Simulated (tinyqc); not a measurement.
# Nudged elastic band on a two-dimensional model surface, step by step

A worked calculation. Computed by tinyqc, a small Python program that keeps every step. Command: `OMP_NUM_THREADS=1 python tinyqc.py 3015257 3015258 out.jsonl neb walk`. One thread of a shared host (Intel(R) Xeon(R) Processor @ 2.30GHz), about 0.09 s of CPU time with the checks. Intermediate numbers are printed to about 5 digits and carried at full precision; extremes and crossings named in words are read from the listed rows.

V(x, y) = -A (cos kx + cos ky) - B cos kx cos ky + (C sin ky + S sin kx)(1 - cos kx), k = 2 pi/a; the atom hops from the minimum at (0, 0) to that at (a, 0).

Inputs (values chosen for the exercise, for a model surface): amplitude A = 0.1 eV; amplitude B = 0.01 eV; skew C = 0.013 eV; asymmetry S = 0.018 eV; period a = 3.6 angstrom; movable images n = 7; spring constant k_s = 0.048 eV/angstrom^2; step factor eta = 0.83 angstrom^2/eV; iteration cap = 600.

Surface: adatom on a square lattice. Climbing image: off.

## Stationary points

Newton steps x(new) = x - H^-1 grad V (moves limited to 0.3 angstrom) from (0, 0), (a, 0) and (a/2, 0) give the two minima and the saddle.

positions (angstrom), rows start, end, saddle, columns x, y:
```
[[0.0000, 0.0000],
 [3.6000, 0.0000],
 [1.6250, -0.1568]]
```

energies (eV): start -0.21000, end -0.21000, saddle 0.01199

barrier from the start = 0.22199 eV

## Straight-line start

Images are spaced evenly on the line between the minima.

images at the start (angstrom), rows image 1, image 2, image 3, image 4, image 5, image 6, image 7, columns x, y:
```
[[0.45, 0.00],
 [0.90, 0.00],
 [1.35, 0.00],
 [1.80, 0.00],
 [2.25, 0.00],
 [2.70, 0.00],
 [3.15, 0.00]]
```

energies above the start (eV): [0.03595, 0.12800, 0.20951, 0.22000, 0.16605, 0.09200, 0.02849]

The highest image lies -0.0020 eV from the true barrier.

## Iteration 1

Tangent at image i: towards the higher neighbour if the energies rise or fall through i; at a maximum or minimum, tau = t+ dmax + t- dmin if V(i+1) > V(i-1), else t+ dmin + t- dmax, with t+ = R(i+1) - R(i), t- = R(i) - R(i-1) and dmax, dmin the larger and smaller of |V(i+1) - V(i)| and |V(i-1) - V(i)|; then normalise. Force F = -grad V + (grad V.tau) tau + k_s (|t+| - |t-|) tau. Update R(new) = R + eta F; the end points stay fixed.

unit tangents, rows image 1, image 2, image 3, image 4, image 5, image 6, image 7, columns x, y:
```
[[1, 0],
 [1, 0],
 [1, 0],
 [1, 0],
 [1, 0],
 [1, 0],
 [1, 0]]
```

forces (eV/angstrom), rows image 1, image 2, image 3, image 4, image 5, image 6, image 7, columns x, y:
```
[[0.000000, -0.006646],
 [0.000000, -0.022689],
 [0.000000, -0.038733],
 [0.000000, -0.045379],
 [0.000000, -0.038733],
 [0.000000, -0.022689],
 [0.000000, -0.006646]]
```

images after iteration 1 (angstrom), rows image 1, image 2, image 3, image 4, image 5, image 6, image 7, columns x, y:
```
[[0.4500, -0.0055],
 [0.9000, -0.0188],
 [1.3500, -0.0321],
 [1.8000, -0.0377],
 [2.2500, -0.0321],
 [2.7000, -0.0188],
 [3.1500, -0.0055]]
```

## Iteration 2

The formulas are those given above.

unit tangents, rows image 1, image 2, image 3, image 4, image 5, image 6, image 7, columns x, y:
```
[[0.99956, -0.02958],
 [0.99956, -0.02958],
 [0.99992, -0.01226],
 [0.99996, -0.00837],
 [0.99992, 0.01226],
 [0.99956, 0.02958],
 [0.99956, 0.02958]]
```

forces (eV/angstrom), rows image 1, image 2, image 3, image 4, image 5, image 6, image 7, columns x, y:
```
[[-0.000274, -0.009508],
 [-0.000696, -0.023509],
 [-0.000387, -0.030952],
 [-0.000288, -0.034434],
 [0.000394, -0.031497],
 [0.000641, -0.021652],
 [0.000235, -0.008195]]
```

images after iteration 2 (angstrom), rows image 1, image 2, image 3, image 4, image 5, image 6, image 7, columns x, y:
```
[[0.4498, -0.0134],
 [0.8994, -0.0383],
 [1.3497, -0.0578],
 [1.7998, -0.0662],
 [2.2503, -0.0583],
 [2.7005, -0.0368],
 [3.1502, -0.0123]]
```

## All iterations

Start on the straight line; stop when the largest force is below 1e-4 or above 1e6 eV/angstrom.

Course of the band:
```
iteration  highest image (eV)  largest force (eV/angstrom)
1                     0.22000                   4.5379e-02
2                     0.21849                   3.4435e-02
3                     0.21762                   2.6138e-02
4                     0.21711                   1.9855e-02
5                     0.21682                   1.5094e-02
6                     0.21665                   1.1480e-02
7                     0.21655                   8.7353e-03
8                     0.21649                   6.6485e-03
9                     0.21646                   5.0612e-03
...                       ...                          ...
16                    0.21638                   7.5150e-04
17                    0.21638                   5.7263e-04
18                    0.21638                   4.3657e-04
19                    0.21637                   3.3311e-04
20                    0.21637                   2.5449e-04
21                    0.21637                   1.9482e-04
22                    0.21637                   1.4958e-04
23                    0.21637                   1.1821e-04
24                    0.21636                   9.6096e-05
```

Band at the end:
```
image  x (angstrom)  y (angstrom)   E (eV)
0            0.0000       0.00000  0.00000
1            0.4460      -0.06950  0.03565
2            0.8956      -0.11660  0.12647
3            1.3471      -0.14412  0.20659
4            1.7993      -0.15654  0.21636
5            2.2523      -0.14603  0.16311
6            2.7042      -0.11171  0.09073
7            3.1532      -0.05953  0.02832
8            3.6000       0.00000  0.00000
```

energy of the highest image = 0.21636 eV

iterations = 24

largest force at the end = 9.6096e-05 eV/angstrom

Converged in 24 iterations. Without a climbing image the highest image lies 5.62 meV below the saddle.

## Plain band against climbing image

With a climbing image, the highest image feels instead F = -grad V + 2 (grad V.tau) tau and no spring. Images are counted without the end points, and convergence is judged on the largest force on an image. Each run starts on the straight line with the same k_s and eta, for at most 1500 iterations; errors are against the Newton saddle; a dash marks a run that did not reach 1e-4 eV/angstrom.

Error of the highest image (meV) and iterations:
```
images  plain, error  plain, iterations  climbing, error  climbing, iterations
2            -35.931                 24                0                    69
3             -5.654                 24                0                    59
4             -6.958                 24                0                    98
5             -5.633                 24                0                    97
6             -1.388                 24                0                   115
8             -0.139                 24                0                    72
10            -0.018                 24                0                    30
```

The plain band underestimates the barrier by 0.02 to 35.93 meV, depending on how near an image falls to the saddle (worst for 2 images, best for 10). The climbing image is within about 0.001 meV in every converged run, so few images suffice for the barrier.
